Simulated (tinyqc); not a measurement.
Thermal displacements in the Debye model: Debye-Waller factors, bond-length spread and the Lindemann rule. From sigma^2 of the nearest bond back to Debye temperature Theta. Computed by tinyqc, a small Python program. Command: `OMP_NUM_THREADS=1 python tinyqc.py 3000817 3000818 out.jsonl debyewaller inv`. One thread of a shared host (Intel(R) Xeon(R) Processor @ 2.30GHz), about 0.02 s of CPU time with the checks.

A Debye spectrum with three branches of one velocity, cut at k_B Theta; 4 atoms per cube, nearest neighbours at d = 0.707107 a.

Inputs (values chosen for the exercise, modelled on lead): atomic mass M = 207.2 u; lattice constant a = 4.95 angstrom; temperature T = 77 K; photoelectron wave number k = 4.4 1/angstrom.

Structure: fcc.

Constants: hbar^2/u = 4.18015928e-03 eV angstrom^2; k_B = 8.617333262e-05 eV/K.

Method:
- <u_x^2> = (3 hbar^2/(2 M k_B Theta)) int_0^1 s coth(s Theta/(2T)) ds (64 Gauss-Legendre points); it tends to 3 hbar^2/(4 M k_B Theta) at T = 0 and to 3 hbar^2 T/(M k_B Theta^2) at high T.
- B = 8 pi^2 <u_x^2>.
- Correlated Debye model: sigma^2 = (3 hbar^2/(M k_B Theta)) int_0^1 s coth(s Theta/(2T)) [1 - sin(s q_D R)/(s q_D R)] ds for two atoms at distance R, q_D = (6 pi^2 n)^(1/3), n atoms per volume; uncorrelated motion would give 2 <u_x^2>.
- An EXAFS amplitude is damped by exp(-2 k^2 sigma^2).

Task: A run gave the result below. Find the Debye temperature Theta, known to lie between 70 and 160 K.

sigma^2 of the nearest bond = 0.009827101 angstrom^2

Result:

Each step takes the trial c = (a f_b - b f_a)/(f_b - f_a), f being the result less the target and a, b, c the logarithms of the listed values; c replaces end b, the old b replaces a if the sign of f changed, and otherwise f_a is halved.

Scan of the range:
```
Debye temperature Theta (K)  sigma^2 of the nearest bond (angstrom^2)
70.0                                                        0.0140846
80.3                                                        0.0108201
92.2                                                        0.0083242
106.0                                                       0.0064147
121.0                                                       0.0050333
139.0                                                       0.0039275
160.0                                                       0.0030769
```

False position (Illinois rule, in the logarithm of the input) inside the bracket:
```
step    end a    end b    trial  sigma^2 of the nearest bond (angstrom^2)
1     80.3000  92.2000  84.8384                                0.00974394
2     80.3000  84.8384  84.1719                                0.00989116
3     84.8384  84.1719  84.4613                                0.00982682
4     84.1719  84.4613  84.4600                                0.00982710
5     84.1719  84.4600  84.4600                                0.00982710
6     84.4600  84.4600  84.4600                                0.00982710
```

sigma^2 of the nearest bond falls at every point of a 13-point scan of the range (every second point is shown), so one value fits; it is bracketed by 80.3 and 92.2. Answer: Debye temperature Theta = 84.46 K.
